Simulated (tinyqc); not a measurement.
Inputs raised by 2 %, one at a time: specific resistance of a metal-semiconductor contact and its transmission-line measurement. Computed by tinyqc, a small Python program. Command: `OMP_NUM_THREADS=1 python tinyqc.py 3029075 3029076 out.jsonl contact sens`. One thread of a shared host (Intel(R) Xeon(R) Processor @ 2.30GHz), about 0.01 s of CPU time with the checks.

The barrier is parabolic (depletion approximation), energies E are normal energies counted from the band edge in the neutral semiconductor (downwards for holes), and the bias is zero. xi is an input, held fixed when other inputs move.

Inputs (values chosen for the exercise, modelled on p-type silicon): tunnelling mass m = 0.35 m_0; permittivity eps = 11.7; Richardson constant A* = 32.5 A/(cm^2 K^2); barrier height phi_B = 0.33 eV; doping N = 1.6e+19 1/cm^3; Fermi level above the band edge in the bulk, xi = 0.0071 eV; temperature T = 200 K; sheet resistance R_sh = 930 ohm; contact length d = 2.3 micrometre; contact width W = 0.3 micrometre.

Image-force lowering: left out.

Constants: hbar = 1.054571817e-34 J s; eps_0 = 8.8541878128e-12 F/m; m_0 = 9.1093837015e-31 kg; k_B = 8.617333262e-05 eV/K; e = 1.602176634e-19 C.

Method:
- E_00 = (e hbar/2) sqrt(N/(eps eps_0 m)); band bending E_b = phi_B + xi; depletion width w = sqrt(2 eps eps_0 E_b/(e^2 N)).
- WKB transmission for E < E_b, with a = E/E_b: D = exp{-(E_b/E_00) [sqrt(1 - a) - a ln((1 + sqrt(1 - a))/sqrt(a))]}; D = 1 above.
- At zero bias 1/rho_c = (e A*/k_B^2) int D(E) f(E) dE, f = 1/(1 + exp((E - xi)/k_B T)); 200 Gauss-Legendre points from 0 to E_b, and k_B T ln(1 + exp((xi - E_b)/k_B T)) for the part above the barrier; the share of tunnelling is the part below.
- Transmission-line model: transfer length L_T = sqrt(rho_c/R_sh); R_c = (R_sh L_T/W) coth(d/L_T). Limits: rho_c/(W d) for d << L_T, sqrt(rho_c R_sh)/W for d >> L_T.

Runs; columns: (1) input moved; (2) from; (3) to; (4) specific contact resistance rho_c (ohm cm^2); (5) contact resistance R_c (ohm); (6) transfer length L_T (micrometre); (7) depletion width (nm):
```
(1)                                (2)        (3)         (4)     (5)     (6)     (7)
base run                             -          -  1.7049e-05  4488.0  1.3540  5.2197
tunnelling mass m (m_0)           0.35      0.357  1.8117e-05  4659.7  1.3957  5.2197
permittivity eps                  11.7     11.934  1.8117e-05  4659.7  1.3957  5.2716
barrier height phi_B (eV)         0.33     0.3366  2.0070e-05  4969.8  1.4690  5.2706
doping N (1/cm^3)              1.6e+19  1.632e+19  1.6050e-05  4325.7  1.3137  5.1683
temperature T (K)                  200        204  1.6105e-05  4334.6  1.3159  5.2197
sheet resistance R_sh (ohm)        930      948.6  1.7049e-05  4522.5  1.3406  5.2197
contact length d (micrometre)      2.3      2.346  1.7049e-05  4468.3  1.3540  5.2197
```

Exponents ln(y'/y) / ln(x'/x):
```
input                  specific contact resistance rho_c  contact resistance R_c  transfer length L_T  depletion width
tunnelling mass m                                  3.068                   1.896                1.534             0.00
permittivity eps                                   3.068                   1.896                1.534             0.50
barrier height phi_B                               8.237                   5.150                4.118             0.49
doping N                                          -3.049                  -1.859               -1.525            -0.50
temperature T                                     -2.878                  -1.755               -1.439             0.00
sheet resistance R_sh                              0.000                   0.388               -0.500             0.00
contact length d                                   0.000                  -0.222                0.000             0.00
```

Which inputs matter most for each result?

Among the inputs moved here: specific contact resistance rho_c answers most in size to barrier height phi_B (exponent +8.237), next to tunnelling mass m (+3.068); its exponent is below 0.0005 for sheet resistance R_sh, contact length d. Contact resistance R_c answers most in size to barrier height phi_B (exponent +5.150), next to tunnelling mass m (+1.896). Transfer length L_T answers most in size to barrier height phi_B (exponent +4.118), next to tunnelling mass m (+1.534); its exponent is below 0.0005 for contact length d. Depletion width answers most in size to permittivity eps (exponent +0.500), and about equally to doping N (-0.500); its exponent is below 0.0005 for tunnelling mass m, temperature T, sheet resistance R_sh, contact length d. Its exponent -0.500 in doping N: the depletion approximation.
